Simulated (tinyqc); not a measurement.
Comparisons within one model: type-II superlattice in the two-band Kane model. A value that a table varies takes the place of the one given here.

Motion along the axis, period d = a + b, c = hbar^2/2m0. Conduction and light-hole bands couple: (E - Ec)(E - Ev) = Ep c k^2 in each layer, with mass m(E) = (E - Ev)/Ep, which may be negative. The conduction envelope psi and psi'/m(E) are continuous; a layer carries them by [[cos kt, (m/k) sin kt], [-(k/m) sin kt, cos kt]] (cosh and sinh for k^2 < 0), and cos(q d) = tr(M_B M_A)/2. C1 is the first miniband above EvB, with its bottom at tr/2 = +1 and its top at -1; the gap is the bottom of C1 less the top heavy-hole level HH1.

Heavy holes are uncoupled: with e = EvB - E, p = sqrt(mhB e/c), w = sqrt(mhA (EvB - EvA - e)/c), the top level HH1 at q = 0 solves (p/mhB) tan(p b/2) = (w/mhA) tanh(w a/2).

Constants: hbar^2/2m0 = 3.80998211 eV angstrom^2; hc = 1239.841984 eV nm.

Parameters, chosen for this exercise (near those of an InAs/GaSb superlattice; the results hold for these values, not for the real material): b = 27 angstrom (layer B); EcA = 0 eV (conduction edge of A); EvA = -0.411 eV (valence edge of A); EcB = 0.98 eV (conduction edge of B); EvB = 0.155 eV (valence edge of B); EpA = 14.5 eV (coupling energy in A); EpB = 18.1 eV (coupling energy in B); mhA = 0.35 m0 (heavy hole in A); mhB = 0.28 m0 (heavy hole in B); As = (22, 29, 35, 44, 55, 63, 75) angstrom (widths of layer A); a = 42 angstrom (layer A).

## Width of layer A

Bottom of C1 (tr/2 = +1, above EvB), HH1, the gap and hc/gap; widths at which C1 no longer starts above EvB are left out.

Results:

| a (angstrom) | C1 (eV) | HH1 (eV) | gap (meV) | cut-off (micrometre) |
|---|---|---|---|---|
| 22 | 0.4303 | 0.0636 | 366.7 | 3.38 |
| 29 | 0.3451 | 0.0629 | 282.3 | 4.39 |
| 35 | 0.2907 | 0.0627 | 228.0 | 5.44 |
| 44 | 0.2305 | 0.0627 | 167.8 | 7.39 |
| 55 | 0.1792 | 0.0626 | 116.5 | 10.64 |

What does this show, and why?

From a = 22 to 55 angstrom C1 falls by 251 meV while HH1 moves by -0.9 meV, so layer A tunes the gap, from 367 to 117 meV. The cut-off shifts by 0.144 micrometre per angstrom at the thin end and 0.296 at the thick end: long wavelengths need tight control of the thickness.

## One band or two

Bottom of C1. One band: (k/mA) tan(k a/2) = (kappa/mB) tanh(kappa b/2) with the edge masses (Ec - Ev)/Ep and barrier EcB - EcA. Second row: mA replaced by m(E). The last column is measured against two bands.

Results:

| model | C1 (eV) | gap (meV) | error (meV) |
|---|---|---|---|
| one band, edge masses | 0.2345 | 171.8 | -7.6 |
| m(E) in A only | 0.2080 | 145.3 | -34.1 |
| two bands | 0.2421 | 179.5 | 0.0 |

mA = 0.0283 m0
mB = 0.0456 m0

How do the results move?

With edge masses C1 errs by -8 meV, 4 % of the gap. The heavier m(E) in A changes it by -26 meV; the treatment of B changes it by +34 meV, since C1 lies 87 meV above the valence edge of B, where its mass is 0.0048 instead of 0.0456.

## What each parameter does

Bottom and width of C1, HH1 and the gap. Each row changes one parameter from the base and keeps the others.

Results:

| case | C1 (eV) | width (meV) | HH1 (eV) | gap (meV) |
|---|---|---|---|---|
| base | 0.2421 | 92.9 | 0.0627 | 179.5 |
| a = 39 angstrom | 0.2613 | 100.5 | 0.0627 | 198.7 |
| b = 24 angstrom | 0.2325 | 106.3 | 0.0464 | 186.1 |
| EvB = 0.135 eV | 0.2411 | 90.1 | 0.0437 | 197.4 |
| EcB = 1.03 eV | 0.2476 | 87.8 | 0.0627 | 184.9 |
| EvA = -0.441 eV | 0.2383 | 90.4 | 0.0612 | 177.1 |
| EpA = 15.7 eV | 0.2486 | 98.9 | 0.0627 | 186.0 |
| mhB = 0.32 m0 | 0.2421 | 92.9 | 0.0683 | 173.8 |

How do the results move?

The largest shifts from the base row, up to three for each result and ties (the steps differ in size, so this ranks the rows, not the parameters). C1 (eV): a +0.0192, b -0.0096, EpA +0.0065; unchanged at the printed digits by mhB. width (meV): b +13.4, a +7.6, EpA +6.0; unchanged at the printed digits by mhB. HH1 (eV): EvB -0.0190, b -0.0162, mhB +0.0056; unchanged at the printed digits by a, EcB and EpA. gap (meV): a +19.2, EvB +17.9, b +6.6.

tinyqc: `OMP_NUM_THREADS=1 python tinyqc.py 1280716 1280717 out.jsonl`; about 0.1 s, one thread, shared Intel(R) Xeon(R) Processor @ 2.30GHz.
